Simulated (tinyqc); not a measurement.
Coherent transport through a tight-binding region between two chains, step by step. Computed by tinyqc, a small Python program that keeps every step. Settings: temperature = 4, mu = -0.26. Command: `OMP_NUM_THREADS=1 python tinyqc.py 30902 30903 out.jsonl` (the two numbers bound the seeds that draw the settings). One thread of a shared host (Intel(R) Xeon(R) Processor @ 2.60GHz), about 0.08 s of CPU time with the checks.

## Transmission at E = -0.86 eV

H of the central region (eV):
$$\begin{pmatrix}
0.000000 & -0.460000 & 0.000000 \\
-0.460000 & 0.000000 & -1.150000 \\
0.000000 & -1.150000 & 0.000000
\end{pmatrix}$$

Leads: semi-infinite chains with site energy 0:
```
parameter                           value
lead hopping t (eV)              2.070000
coupling to the left lead (eV)   0.790000
coupling to the right lead (eV)  1.350000
left contact site                       1
right contact site                      3
```

E = -0.860000 eV

Surface Green function g = (E - i sqrt(4 t^2 - E^2)) / (2 t^2); self-energy tc^2 g on each contact site; G = (E - H - Sigma)^(-1); Gamma = -2 Im Sigma; T = Gamma_L Gamma_R |G_LR|^2; local density of states -Im G_ii / pi.

g = -0.100352-0.472554i 1/eV

G (1/eV):
$$\begin{pmatrix}
-0.897157-0.598958i & 0.234758-0.463046i & 0.534421-0.106695i \\
0.234758-0.463046i & 0.110060-0.953161i & 0.857967-0.527580i \\
0.534421-0.106695i & 0.857967-0.527580i & 0.427842-0.351861i
\end{pmatrix}$$

local density of states (1/eV): [0.190654, 0.303401, 0.112001]

transmission = 0.301735

## Transmission across the band

The same steps on a grid of energies.

T(E):
```
E (eV)              T
-3.93300000  0.000019
-3.53970000  0.000102
-3.14640000  0.000344
-2.75310000  0.001095
-2.35980000  0.003753
-1.96650000  0.015108
-1.57320000  0.070868
-1.17990000  0.218330
-0.78660000  0.321510
-0.39330000  0.540523
0.00000000   0.868151
0.39330000   0.540523
0.78660000   0.321510
1.17990000   0.218330
1.57320000   0.070868
1.96650000   0.015108
2.35980000   0.003753
2.75310000   0.001095
3.14640000   0.000344
3.53970000   0.000102
3.93300000   0.000019
```

levels of the isolated region (eV): [-1.238588, 0.000000, 1.238588]

## Current

I = (2e/h) int T(E) [f(E - mu - V/2) - f(E - mu + V/2)] dE at 4 K with mu = -0.26 eV, the bias not changing H; 2e^2/h = 77.48092 microsiemens; the integral runs over the band on 4001 points.

Current:
```
V (volt)  I (microampere)
0.010000         0.519842
0.050000         2.615592
0.100000         5.232675
0.200000        10.473593
0.400000        20.936412
0.800000        40.600671
```
